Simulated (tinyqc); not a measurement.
Ion implantation: universal nuclear stopping, Lindhard-Scharff electronic stopping and a Gaussian range profile. From depth x_j where C falls to C_B back to dose Q. Computed by tinyqc, a small Python program. Command: `OMP_NUM_THREADS=1 python tinyqc.py 3001488 3001489 out.jsonl implant inv`. One thread of a shared host (Intel(R) Xeon(R) Processor @ 2.30GHz), about 0.3 s of CPU time with the checks.

An ion slows by elastic collisions with screened nuclei and by friction with electrons; channelling is ignored and the target is uniform.

Inputs (values chosen for the exercise, modelled on nitrogen ions in silicon):
```
quantity                                 value    unit
ion atomic number Z1                         7       -
ion mass M1                                 14       u
target atomic number Z2                     14       -
target mass M2                           28.09       u
target density N                         49.94  1/nm^3
ion energy E                               7.1     keV
scale factor of electronic stopping k      1.1       -
background C_B                         2.4e+15  1/cm^3
```

Method:
- Reduced energy eps = 32.53 M2 E/(Z1 Z2 (M1 + M2)(Z1^0.23 + Z2^0.23)), E in keV; s_n = ln(1 + 1.1383 eps)/(2 (eps + 0.01321 eps^0.21226 + 0.19593 eps^0.5)) for eps up to 30 and ln(eps)/(2 eps) above; S_n = 8.462 Z1 Z2 M1 s_n/((M1 + M2)(Z1^0.23 + Z2^0.23)) in 1e-15 eV cm^2.
- S_e = k 3.83 Z1^(7/6) Z2/(Z1^(2/3) + Z2^(2/3))^(3/2) sqrt(E/M1) in 1e-15 eV cm^2, E in keV.
- Path length R = int_0^E dE'/(N (S_n + S_e)); energy lost to nuclei nu = int_0^E S_n/(S_n + S_e) dE' (both with E' = E y^3 and 64 Gauss-Legendre points in y).
- Estimates of Lindhard type: R_p = R/(1 + M2/(3 M1)), straggle dR_p = (2/3) R_p sqrt(M1 M2)/(M1 + M2).
- C(x) = C_p exp(-(x - R_p)^2/(2 dR_p^2)) with C_p = Q/(sqrt(2 pi) dR_p), 1 nm = 1e-7 cm; the profile falls to the background at x_j = R_p + dR_p sqrt(2 ln(C_p/C_B)); the peak atomic fraction is C_p/N.

Task: A run gave the result below. Find the dose Q, known to lie between 1.7e+14 and 4.8e+14 1/cm^2.

Depth x_j where C falls to C_B = 64.55404 nm

Result:

Each step takes the trial c = (a f_b - b f_a)/(f_b - f_a), f being the result less the target and a, b, c the logarithms of the listed values; c replaces end b, the old b replaces a if the sign of f changed, and otherwise f_a is halved.

Scan of the range:
```
dose Q (1/cm^2)  depth x_j where C falls to C_B (nm)
1.70e+14                                     63.8674
2.02e+14                                     64.1770
2.40e+14                                     64.4838
2.86e+14                                     64.7935
3.40e+14                                     65.0966
4.04e+14                                     65.3964
4.80e+14                                     65.6939
```

False position (Illinois rule, in the logarithm of the input) inside the bracket:
```
step        end a        end b        trial  depth x_j where C falls to C_B (nm)
1     2.40000e+14  2.86000e+14  2.49730e+14                              64.5543
2     2.40000e+14  2.49730e+14  2.49669e+14                              64.5538
3     2.49730e+14  2.49669e+14  2.49699e+14                              64.5540
```

Depth x_j where C falls to C_B rises at every point of a 13-point scan of the range (every second point is shown), so one value fits; it is bracketed by 2.40e14 and 2.86e14. Answer: dose Q = 2.497e14 1/cm^2.
